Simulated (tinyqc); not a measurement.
# Lifetime from the storage time

Question. In the charge-control model of a long diode dQ/dt = -Ir - Q/tau after the current is switched from If to -Ir, with Q(0) = If tau; the storage time ends at Q = 0. Find tau, the stored charge and the share of it that leaves through the terminals.

forward and reverse current (mA): 1.2  11
storage time = 88.009577 ns

Solution. Integrating gives ts = tau ln(1 + If/Ir). The extracted charge is Ir ts; the rest recombines.

tau = 850.0 ns
stored charge = 1.020 nC
share extracted = 94.91 %

Computed by the program tinyqc: `OMP_NUM_THREADS=1 python tinyqc.py 2230152 2230153 out.jsonl`, one thread of a shared Intel Xeon 2.30GHz, about 0.01 s for the whole run.
